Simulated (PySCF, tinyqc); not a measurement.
Inside a calculation. Method: CCD on RHF in the sto-3g basis, for BeH+, spin multiplicity 1. The lowest restricted solution is unstable here: a spin-polarised one lies 0.0032 hartree lower (PySCF). Computed by tinyqc, a small Python program that keeps every step (integrals from PySCF). Settings: charge = 1, multiplicity = 1, basis = sto-3g, method = RHF, energy threshold = 1e-10, iteration cap = 87, orthogonalisation = canonical, start = core, DIIS depth = 6, amplitude equations = CCD, DIIS depth for amplitudes = 6, cap on updates = 86. Command: `OMP_NUM_THREADS=1 python tinyqc.py 28156 28157 out.jsonl` (the two numbers bound the seeds that draw the settings). One thread of a shared host (Intel(R) Xeon(R) Processor @ 2.60GHz), about 0.1 s of CPU time with the checks. The early iterations of the SCF are left out here.

## One-electron integrals

Geometry (angstrom):
```
atom         x         y         z
Be    0.000000  0.000000  0.000000
H     0.000000  0.000000  1.765000
```

Basis sto-3g: exponents (1/bohr^2) and contraction coefficients of normalised primitives:
```
element  l (shell)   exponent  coefficient
Be           s (1)  30.167871     0.154329
Be           s (1)   5.495115     0.535328
Be           s (1)   1.487193     0.444635
Be           s (2)   1.314833    -0.099967
Be           s (2)   0.305539     0.399513
Be           s (2)   0.099371     0.700115
Be           p (3)   1.314833     0.155916
Be           p (3)   0.305539     0.607684
Be           p (3)   0.099371     0.391957
H            s (1)   3.425251     0.154329
H            s (1)   0.623914     0.535328
H            s (1)   0.168855     0.444635
```

Overlap, kinetic and nuclear-attraction integrals over the contracted functions; the nuclear repulsion is the sum of Za Zb / Rab.

nuclear repulsion = 1.19926847 hartree

overlap S, order 1Be 1s, 1Be 2s, 1Be 2px, 1Be 2py, 1Be 2pz, 2H 1s:
```
[[1.000000, 0.259517, 0.000000, 0.000000, 0.000000, 0.027308],
 [0.259517, 1.000000, 0.000000, 0.000000, 0.000000, 0.302822],
 [0.000000, 0.000000, 1.000000, 0.000000, 0.000000, 0.000000],
 [0.000000, 0.000000, 0.000000, 1.000000, 0.000000, 0.000000],
 [0.000000, 0.000000, 0.000000, 0.000000, 1.000000, 0.388161],
 [0.027308, 0.302822, 0.000000, 0.000000, 0.388161, 1.000000]]
```

kinetic energy T (hartree), order 1Be 1s, 1Be 2s, 1Be 2px, 1Be 2py, 1Be 2pz, 2H 1s:
```
[[6.693975, -0.033012, 0.000000, 0.000000, 0.000000, -0.008017],
 [-0.033012, 0.211111, 0.000000, 0.000000, 0.000000, 0.020281],
 [0.000000, 0.000000, 0.660592, 0.000000, 0.000000, 0.000000],
 [0.000000, 0.000000, 0.000000, 0.660592, 0.000000, 0.000000],
 [0.000000, 0.000000, 0.000000, 0.000000, 0.660592, 0.079882],
 [-0.008017, 0.020281, 0.000000, 0.000000, 0.079882, 0.760032]]
```

nuclear attraction V (hartree), order 1Be 1s, 1Be 2s, 1Be 2px, 1Be 2py, 1Be 2pz, 2H 1s:
```
[[-14.860909, -1.977053, 0.000000, 0.000000, -0.010375, -0.207401],
 [-1.977053, -2.607500, 0.000000, 0.000000, -0.102641, -0.712807],
 [0.000000, 0.000000, -2.564625, 0.000000, 0.000000, 0.000000],
 [0.000000, 0.000000, 0.000000, -2.564625, 0.000000, 0.000000],
 [-0.010375, -0.102641, 0.000000, 0.000000, -2.637247, -0.892128],
 [-0.207401, -0.712807, 0.000000, 0.000000, -0.892128, -2.424419]]
```

core Hamiltonian H = T + V (hartree), order 1Be 1s, 1Be 2s, 1Be 2px, 1Be 2py, 1Be 2pz, 2H 1s:
```
[[-8.166934, -2.010066, 0.000000, 0.000000, -0.010375, -0.215418],
 [-2.010066, -2.396389, 0.000000, 0.000000, -0.102641, -0.692526],
 [0.000000, 0.000000, -1.904033, 0.000000, 0.000000, 0.000000],
 [0.000000, 0.000000, 0.000000, -1.904033, 0.000000, 0.000000],
 [-0.010375, -0.102641, 0.000000, 0.000000, -1.976655, -0.812246],
 [-0.215418, -0.692526, 0.000000, 0.000000, -0.812246, -1.664387]]
```

## Two-electron integrals

Functions are numbered as in S; the eight-fold symmetry (ij|kl) = (ji|kl) = (kl|ij) leaves the list below.

Two-electron integrals (ij|kl) in chemists' order, unique and non-zero (hartree):
```
(11|11) 2.298831   (21|11) 0.392036   (21|21) 0.079539   (22|11) 0.570988
(22|21) 0.143041   (22|22) 0.417683   (31|31) 0.014607   (32|31) 0.021888
(32|32) 0.092265   (33|11) 0.569578   (33|21) 0.143083   (33|22) 0.417589
(33|33) 0.449859   (41|41) 0.014607   (42|41) 0.021888   (42|42) 0.092265
(43|43) 0.024249   (44|11) 0.569578   (44|21) 0.143083   (44|22) 0.417589
(44|33) 0.401360   (44|44) 0.449859   (51|51) 0.014607   (52|51) 0.021888
(52|52) 0.092265   (53|53) 0.024249   (54|54) 0.024249   (55|11) 0.569578
(55|21) 0.143083   (55|22) 0.417589   (55|33) 0.401360   (55|44) 0.401360
(55|55) 0.449859   (61|11) 0.040693   (61|21) 0.008252   (61|22) 0.014977
(61|33) 0.014880   (61|44) 0.014880   (61|51) 0.000736   (61|52) 0.001391
(61|55) 0.015177   (61|61) 0.000898   (62|11) 0.126363   (62|21) 0.032267
(62|22) 0.106550   (62|33) 0.102208   (62|44) 0.102208   (62|51) 0.004145
(62|52) 0.028090   (62|55) 0.115130   (62|61) 0.003705   (62|62) 0.045451
(63|31) 0.002562   (63|32) 0.012877   (63|53) 0.004533   (63|63) 0.003499
(64|41) 0.002562   (64|42) 0.012877   (64|54) 0.004533   (64|64) 0.003499
(65|11) 0.146920   (65|21) 0.037891   (65|22) 0.130601   (65|33) 0.123022
(65|44) 0.123022   (65|51) 0.006560   (65|52) 0.043109   (65|55) 0.145619
(65|61) 0.004490   (65|62) 0.062470   (65|65) 0.087550   (66|11) 0.299364
(66|21) 0.077620   (66|22) 0.288261   (66|33) 0.268789   (66|44) 0.268789
(66|51) 0.010173   (66|52) 0.093058   (66|55) 0.326838   (66|61) 0.009000
(66|62) 0.165130   (66|65) 0.238166   (66|66) 0.774606
```

## Orthogonalisation

S = U s U^T; canonical form X = U s^(-1/2), so that X^T S X = 1. Each column of U has its largest component positive (the first on a tie).

eigenvalues of S: [0.486569, 0.797873, 1.000000, 1.000000, 1.183923, 1.531635]

X, order 1Be 1s, 1Be 2s, 1Be 2px, 1Be 2py, 1Be 2pz, 2H 1s:
```
[[0.314317, 0.760864, 0.000000, 0.000000, 0.588295, 0.228948],
 [-0.722383, -0.563575, 0.000000, 0.000000, 0.441751, 0.413306],
 [0.000000, 0.000000, 0.991574, 0.129543, 0.000000, 0.000000],
 [0.000000, 0.000000, -0.129543, 0.991574, 0.000000, 0.000000],
 [-0.722314, 0.529802, 0.000000, 0.000000, -0.497778, 0.386524],
 [0.955424, -0.275884, 0.000000, 0.000000, -0.235863, 0.529393]]
```

Within a degenerate level the vectors are fixed only up to a rotation; this is one choice.

## Iteration 8 (converged): orbitals

converged F (hartree), order 1Be 1s, 1Be 2s, 1Be 2px, 1Be 2py, 1Be 2pz, 2H 1s:
```
[[-4.992411, -1.402457, 0.000000, 0.000000, 0.016658, -0.149670],
 [-1.402457, -0.848410, 0.000000, 0.000000, -0.101027, -0.388333],
 [0.000000, 0.000000, -0.126095, 0.000000, 0.000000, 0.000000],
 [0.000000, 0.000000, 0.000000, -0.126095, 0.000000, 0.000000],
 [0.016658, -0.101027, 0.000000, 0.000000, -0.240179, -0.335622],
 [-0.149670, -0.388333, 0.000000, 0.000000, -0.335622, -0.421499]]
```

Diagonalise F' = X^T F X, C = X C', fill 2 alpha and 2 beta electrons from the bottom; D = 2 C_occ C_occ^T. Each column has its largest component positive (the first on a tie).

F' = X^T F X (hartree):
```
[[-0.012761, -0.526789, 0.000000, 0.000000, -0.456940, -0.202786],
 [-0.526789, -1.942437, 0.000000, 0.000000, -2.004329, -0.861979],
 [0.000000, 0.000000, -0.126095, 0.000000, 0.000000, 0.000000],
 [0.000000, 0.000000, 0.000000, -0.126095, 0.000000, 0.000000],
 [-0.456940, -2.004329, 0.000000, 0.000000, -2.626969, -1.178353],
 [-0.202786, -0.861979, 0.000000, 0.000000, -1.178353, -1.198943]]
```

orbital energies (hartree): [-4.995199, -0.657507, -0.253480, -0.126095, -0.126095, 0.125076]

coefficients C, order 1Be 1s, 1Be 2s, 1Be 2px, 1Be 2py, 1Be 2pz, 2H 1s:
```
[[0.992990, -0.198373, -0.199403, 0.000000, 0.000000, 0.105239],
 [0.026138, 0.648371, 0.738171, 0.000000, 0.000000, -0.489342],
 [0.000000, 0.000000, 0.000000, 0.883515, -0.468402, 0.000000],
 [0.000000, 0.000000, 0.000000, 0.468402, 0.883515, 0.000000],
 [-0.001959, 0.260821, -0.593389, 0.000000, 0.000000, -0.882876],
 [-0.002860, 0.497996, -0.361631, 0.000000, 0.000000, 0.972651]]
```

D after iteration 8, order 1Be 1s, 1Be 2s, 1Be 2px, 1Be 2py, 1Be 2pz, 2H 1s:
```
[[2.050762, -0.205328, 0.000000, 0.000000, -0.107370, -0.203257],
 [-0.205328, 0.842137, 0.000000, 0.000000, 0.338116, 0.645623],
 [0.000000, 0.000000, 0.000000, 0.000000, 0.000000, 0.000000],
 [0.000000, 0.000000, 0.000000, 0.000000, 0.000000, 0.000000],
 [-0.107370, 0.338116, 0.000000, 0.000000, 0.136063, 0.259787],
 [-0.203257, 0.645623, 0.000000, 0.000000, 0.259787, 0.496016]]
```

Within a degenerate level the vectors are fixed only up to a rotation; this is one choice.

## Convergence

Stop when the energy changes by less than 1e-10 hartree and every element of the error matrix X^T (F D S - S D F) X is below 3e-06.

Course of the cycle:
```
iteration   E (hartree)     change  largest element of the error matrix
1          -14.37994415          -                             3.76e-01
2          -14.61292625  -2.33e-01                             6.46e-02
3          -14.61842527  -5.50e-03                             1.21e-02
4          -14.61907756  -6.52e-04                             4.32e-03
5          -14.61916073  -8.32e-05                             1.61e-04
6          -14.61916084  -1.04e-07                             3.59e-05
7          -14.61916084  -5.79e-09                             2.49e-07
8          -14.61916084  -3.06e-13                             3.06e-08
```

PySCF RHF in the same basis = -14.61916084 hartree

Converged in 8 iterations.

## Integrals over molecular orbitals

(pq|rs) = sum C_ip C_jq C_kr C_ls (ij|kl), one index at a time.

one-electron integrals over orbitals h = C^T H C (hartree):
```
[[-8.157468, 0.171558, 0.195081, 0.000000, 0.000000, -0.066110],
 [0.171558, -2.008255, -0.060686, 0.000000, 0.000000, 0.230634],
 [0.195081, -0.060686, -1.874907, 0.000000, 0.000000, -0.089815],
 [0.000000, 0.000000, 0.000000, -1.904033, 0.000000, 0.000000],
 [0.000000, 0.000000, 0.000000, 0.000000, -1.904033, 0.000000],
 [-0.066110, 0.230634, -0.089815, 0.000000, 0.000000, -1.649220]]
```

Two-electron integrals over orbitals (pq|rs), unique and non-zero (hartree):
```
(11|11) 2.275687    (21|11) -0.170829   (21|21) 0.021410    (22|11) 0.453996
(22|21) -0.000729   (22|22) 0.464166    (31|11) -0.172135   (31|21) 0.017563
(31|22) -0.014294   (31|31) 0.026345    (32|11) 0.072309    (32|21) -0.005643
(32|22) -0.066370   (32|31) 0.001920    (32|32) 0.059096    (33|11) 0.527947
(33|21) -0.011068   (33|22) 0.325487    (33|31) 0.002661    (33|32) 0.033194
(33|33) 0.431953    (41|41) 0.015586    (42|41) 0.014052    (42|42) 0.045235
(43|41) 0.013793    (43|42) 0.034195    (43|43) 0.048848    (44|11) 0.569239
(44|21) -0.006033   (44|22) 0.350141    (44|31) -0.006065   (44|32) 0.037657
(44|33) 0.384919    (44|44) 0.449859    (51|51) 0.015586    (52|51) 0.014052
(52|52) 0.045235    (53|51) 0.013793    (53|52) 0.034195    (53|53) 0.048848
(54|54) 0.024249    (55|11) 0.569239    (55|21) -0.006033   (55|22) 0.350141
(55|31) -0.006065   (55|32) 0.037657    (55|33) 0.384919    (55|44) 0.401360
(55|55) 0.449859    (61|11) 0.085775    (61|21) -0.014037   (61|22) -0.009118
(61|31) -0.002508   (61|32) 0.007867    (61|33) 0.015216    (61|44) 0.002180
(61|55) 0.002180    (61|61) 0.016039    (62|11) -0.134393   (62|21) 0.001429
(62|22) 0.024115    (62|31) 0.008362    (62|32) -0.054741   (62|33) -0.012406
(62|44) -0.068378   (62|55) -0.068378   (62|61) 0.004590    (62|62) 0.118756
(63|11) 0.073087    (63|21) -0.003264   (63|22) -0.056803   (63|31) 0.005061
(63|32) 0.054725    (63|33) 0.052495    (63|44) 0.034300    (63|55) 0.034300
(63|61) 0.007521    (63|62) -0.059663   (63|63) 0.071359    (64|41) -0.007375
(64|42) -0.026070   (64|43) -0.008564   (64|64) 0.022694    (65|51) -0.007375
(65|52) -0.026070   (65|53) -0.008564   (65|65) 0.022694    (66|11) 0.484341
(66|21) -0.001712   (66|22) 0.470205    (66|31) -0.013046   (66|32) -0.070321
(66|33) 0.353004    (66|44) 0.353168    (66|55) 0.353168    (66|61) -0.007318
(66|62) 0.051910    (66|63) -0.060614   (66|66) 0.508288
```

## CCD: starting amplitudes

t_ij^ab = <ij||ab> / (e_i + e_j - e_a - e_b), whose energy is MP2.

Starting amplitudes (spin orbitals 1a, 1b, ...; amplitudes related by a flip of all spins are not repeated):
```
from      to          t
2a 2b  6a 6b  -0.075874
2a 2b  3a 3b  -0.073134
2a 2b  3a 6b   0.046132
2a 2b  4a 4b  -0.042561
2a 2b  5a 5b  -0.042561
1a 1b  3a 3b  -0.002778
1a 2b  4a 4b  -0.002602
1a 2b  5a 5b  -0.002602
1a 1b  4a 4b  -0.001600
1a 1b  5a 5b  -0.001600
1a 1b  6a 6b  -0.001566
1a 2b  3a 6b  -0.001514
1a 2b  3b 6a   0.001424
1a 2b  6a 6b  -0.000778
1a 2b  3a 3b  -0.000373
1a 1b  3a 6b   0.000254
1a 2a  3a 6a  -0.000090
```

correlation energy = -0.02258571 hartree

## CCD: amplitude update 1

t_ij^ab D_ij^ab are set to the remaining terms of the spin-orbital equations, evaluated with the old amplitudes; for the doubles these are <ij||ab> + 1/2 <ab||ef> t_ij^ef + 1/2 <mn||ij> t_mn^ab + P(ij)P(ab) <mb||ej> t_im^ae + terms in t^2, D the orbital-energy denominators.

Amplitudes after update 1 (spin orbitals 1a, 1b, ...; amplitudes related by a flip of all spins are not repeated):
```
from      to          t
2a 2b  6a 6b  -0.102580
2a 2b  3a 3b  -0.097862
2a 2b  3a 6b   0.071851
2a 2b  4a 4b  -0.050676
2a 2b  5a 5b  -0.050676
1a 2b  4a 4b  -0.002831
1a 2b  5a 5b  -0.002831
1a 1b  3a 3b  -0.002396
1a 2b  3a 6b  -0.001637
1a 2b  3b 6a   0.001593
1a 1b  4a 4b  -0.001485
1a 1b  5a 5b  -0.001485
1a 1b  6a 6b  -0.001257
1a 2b  6a 6b  -0.000967
1a 2b  3a 3b  -0.000240
1a 2a  3a 6a  -0.000044
1a 1b  3a 6b   0.000027
```

correlation energy = -0.03076728 hartree

## CCD: amplitude update 2

As before.

Amplitudes after update 2 (spin orbitals 1a, 1b, ...; amplitudes related by a flip of all spins are not repeated):
```
from      to          t
2a 2b  6a 6b  -0.111686
2a 2b  3a 3b  -0.108745
2a 2b  3a 6b   0.084418
2a 2b  4a 4b  -0.050824
2a 2b  5a 5b  -0.050824
1a 2b  4a 4b  -0.002820
1a 2b  5a 5b  -0.002820
1a 1b  3a 3b  -0.002370
1a 2b  3a 6b  -0.001656
1a 2b  3b 6a   0.001641
1a 1b  4a 4b  -0.001483
1a 1b  5a 5b  -0.001483
1a 1b  6a 6b  -0.001246
1a 2b  6a 6b  -0.001017
1a 2b  3a 3b  -0.000165
1a 2a  3a 6a  -0.000016
1a 1b  3a 6b  -0.000006
```

correlation energy = -0.03388070 hartree

## CCD: amplitude update 3

t_ij^ab D_ij^ab are set to the remaining terms of the spin-orbital equations, evaluated with the old amplitudes; for the doubles these are <ij||ab> + 1/2 <ab||ef> t_ij^ef + 1/2 <mn||ij> t_mn^ab + P(ij)P(ab) <mb||ej> t_im^ae + terms in t^2, D the orbital-energy denominators. DIIS then mixes the stored amplitudes.

DIIS coefficients: [-0.812835, 1.812835]

Amplitudes after update 3 (spin orbitals 1a, 1b, ...; amplitudes related by a flip of all spins are not repeated):
```
from      to          t
2a 2b  3a 3b  -0.119055
2a 2b  6a 6b  -0.117077
2a 2b  3a 6b   0.095332
2a 2b  4a 4b  -0.049016
2a 2b  5a 5b  -0.049016
1a 2b  4a 4b  -0.002814
1a 2b  5a 5b  -0.002814
1a 1b  3a 3b  -0.002325
1a 2b  3b 6a   0.001676
1a 2b  3a 6b  -0.001674
1a 1b  4a 4b  -0.001482
1a 1b  5a 5b  -0.001482
1a 1b  6a 6b  -0.001219
1a 2b  6a 6b  -0.001066
1a 2b  3a 3b  -0.000119
1a 1b  3a 6b  -0.000052
1a 2a  3a 6a   1.98e-06
```

correlation energy = -0.03616037 hartree

## CCD: convergence

E_corr = 1/4 sum <ij||ab> t_ij^ab; stop when the norm of the change is below 1e-8.

Course of the amplitude iterations:
```
update  correlation energy (hartree)  norm of the change
0                        -0.02258571                   -
1                        -0.03076728            1.05e-01
2                        -0.03388070            4.55e-02
3                        -0.03616037            2.15e-02
4                        -0.03614079            3.43e-03
5                        -0.03615101            4.79e-04
6                        -0.03614404            6.97e-05
7                        -0.03614556            1.70e-05
8                        -0.03614575            1.71e-06
9                        -0.03614575            2.28e-08
10                       -0.03614575            2.79e-09
```

Converged amplitudes (spin orbitals 1a, 1b, ...; amplitudes related by a flip of all spins are not repeated):
```
from      to          t
2a 2b  3a 3b  -0.121397
2a 2b  6a 6b  -0.115540
2a 2b  3a 6b   0.096466
2a 2b  4a 4b  -0.047953
2a 2b  5a 5b  -0.047953
1a 2b  4a 4b  -0.002832
1a 2b  5a 5b  -0.002832
1a 1b  3a 3b  -0.002319
1a 2b  3a 6b  -0.001687
1a 2b  3b 6a   0.001676
1a 1b  4a 4b  -0.001489
1a 1b  5a 5b  -0.001489
1a 1b  6a 6b  -0.001228
1a 2b  6a 6b  -0.001077
1a 2b  3a 3b  -0.000106
1a 1b  3a 6b  -0.000054
1a 2a  3a 6a  -0.000010
```

CCD total energy = -14.65530659 hartree

Converged in 10 updates, with DIIS from the third.
